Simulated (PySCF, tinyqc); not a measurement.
Ways to converge the cycle: SCF convergence aids in the sto-6g basis, for H4, spin multiplicity 1. Computed by the program tinyqc with PySCF. Command: `OMP_NUM_THREADS=1 python tinyqc.py 112074 112075 out.jsonl`; one thread of a shared host (Intel(R) Xeon(R) Processor @ 2.60GHz), about 0.6 s.

Geometry (angstrom):

| atom | x | y | z |
|---|---|---|---|
| H | 0.0000 | 0.0000 | 0.0000 |
| H | 0.0000 | 0.0000 | 1.5440 |
| H | 0.0000 | 0.0000 | 2.4180 |
| H | 0.0000 | 0.0000 | 3.9620 |

lowest restricted solution found by these runs and by PySCF = -1.852774 hartree

RHF with one setting changed at a time; a run stops when the energy changes by less than 1e-09 hartree and the error matrix is below 1e-5. The start is random orbitals. Damping d keeps d of the old density; a shift (hartree) raises the virtual levels; DIIS n extrapolates F over n matrices.

Largest element of the error matrix X^T (FDS - SDF) X:

| iteration | plain | damping 0.3 | damping 0.6 | shift 0.4 | DIIS 3 | DIIS 8 |
|---|---|---|---|---|---|---|
| 1 | 3.9e-01 | 3.9e-01 | 3.9e-01 | 3.9e-01 | 3.9e-01 | 3.9e-01 |
| 2 | 3.1e-01 | 2.1e-01 | 3.0e-01 | 3.6e-01 | 3.1e-01 | 3.1e-01 |
| 3 | 4.0e-01 | 1.7e-01 | 1.5e-01 | 2.4e-01 | 3.8e-01 | 3.8e-01 |
| 4 | 4.5e-01 | 1.8e-01 | 1.4e-01 | 1.2e-01 | 5.4e-02 | 5.4e-02 |
| 5 | 4.6e-01 | 1.5e-01 | 8.6e-02 | 7.0e-02 | 2.1e-02 | 1.3e-02 |
| 6 | 4.6e-01 | 1.5e-01 | 7.7e-02 | 4.9e-02 | 3.5e-03 | 1.2e-03 |
| 8 | 4.6e-01 | 1.4e-01 | 5.1e-02 | 2.6e-02 | 2.0e-05 | 5.3e-05 |
| 10 | 4.6e-01 | 8.3e-02 | 3.3e-02 | 1.5e-02 | - | 2.4e-06 |
| 14 | 4.6e-01 | 7.2e-03 | 1.3e-02 | 4.9e-03 | - | - |
| 20 | 4.6e-01 | 3.5e-04 | 2.8e-03 | 1.0e-03 | - | - |
| 30 | 4.6e-01 | - | 2.1e-04 | 8.7e-05 | - | - |
| 45 | 4.6e-01 | - | 4.2e-06 | - | - | - |
| 60 | 4.6e-01 | - | - | - | - | - |

How each run ends:

| run | iterations | E (hartree) | state |
|---|---|---|---|
| plain | >60 | -1.35464 | has stopped falling |
| damping 0.3 | 28 | -1.85277 | lowest found |
| damping 0.6 | 45 | -1.85277 | lowest found |
| shift 0.4 | 40 | -1.65408 | higher |
| DIIS 3 | 9 | -1.85277 | lowest found |
| DIIS 8 | 10 | -1.85277 | lowest found |

4 of 6 runs reach the lowest restricted solution found, in 9 to 45 iterations (fastest: DIIS 3). Ending on a higher stationary point: shift 0.4; a small error matrix cannot reveal that, and an occupation fixed by the start is kept by symmetry or by the shape of the basin. Not converged: plain. Plain steps overshoot here, and damping or a shift shortens them enough to converge. DIIS 3 and DIIS 8 gain by cancelling the error over several earlier matrices, much as a quasi-Newton step does. The restricted reference is unstable here: a spin-polarised solution lies 0.1850 hartree lower (PySCF), so results built on it describe a poor reference.
